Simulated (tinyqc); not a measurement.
Force balance against energy balance: elastic strain and critical thickness of a cubic alloy layer A(1-x)B(x) on a thick substrate. Computed by tinyqc, a small Python program. Command: `OMP_NUM_THREADS=1 python tinyqc.py 3023356 3023357 out.jsonl misfit walk`. One thread of a shared host (Intel(R) Xeon(R) Processor @ 2.30GHz), about 0.01 s of CPU time with the checks.

Strain is positive in tension. The layer is coherent with the substrate unless said otherwise.

Inputs (values chosen for the exercise, modelled on GaAs(1-x)Sb(x) on GaAs):

| quantity | value | unit |
|---|---|---|
| fraction x of B | 0.17 | - |
| lattice constant a_A | 5.653 | angstrom |
| lattice constant a_B | 6.096 | angstrom |
| substrate lattice constant a_S | 5.653 | angstrom |

Growth plane: (001). Layer: uncapped. Misfit dislocation: 60-degree.

C11, C12, C44 of A (GPa): 119.8  53.21  60.05

C11, C12, C44 of B (GPa): 87.27  40.12  42.98

Method:
- a = (1 - x) a_A + x a_B, the same rule for each C_ij; misfit f = (a_S - a)/a, the in-plane strain of the coherent layer.
- Voigt averages: G = (C11 - C12 + 3 C44)/5, B = (C11 + 2 C12)/3, nu = (3 B - 2 G)/(2 (3 B + G)); b = a/sqrt(2). The 60-degree dislocation has cos alpha = 1/2, and cos lambda = 1/2 on (001).
- Matthews-Blakeslee: h_c = A [ln(h_c/b) + 1], A = b (1 - nu cos^2 alpha)/(8 pi |f| (1 + nu) cos lambda), the factor 8 pi being that of an uncapped layer.
- People-Bean: h_c = P ln(h_c/b), P = (1 - nu)/(1 + nu) b^2/(16 pi sqrt(2) a f^2). The misfit is scaled by 0.25, 0.4, 0.6, 1, 1.5, 2.2 at fixed a, b and nu; the upper root is taken, and rows with A < 1.3 b or P < 3 b, where the roots shrink to the core size or vanish, are left out.

misfit f = -0.0131470

prefactor A = 1.87375 nm

Poisson ratio nu = 0.232436

Burgers vector b = 0.405053 nm

free lattice constant a = 5.72831 angstrom

Critical thickness:

| \|f\| (%) | Matthews-Blakeslee (nm) | People-Bean (nm) | ratio |
|---|---|---|---|
| 0.3287 | 42.343 | 1972.3 | 46.579 |
| 0.5259 | 23.757 | 672.8 | 28.321 |
| 0.7888 | 14.240 | 260.8 | 18.317 |
| 1.3147 | 7.289 | 76.0 | 10.426 |
| 1.9720 | 4.158 | 27.1 | 6.524 |
| 2.8923 | 2.349 | 9.4 | 4.022 |

What does the comparison show, and why?

The exponents d ln h_c/d ln f are -1.23 and -2.29 between the first rows, steeper than the -1 and -2 of the prefactors because of the logarithm. The ratio falls from 46.6 to 4.02 as the misfit grows. Where People-Bean lies above, a layer between the lines is metastable: dislocations would lower the energy but have to be nucleated. Above about 2 % misfit islands may come first.
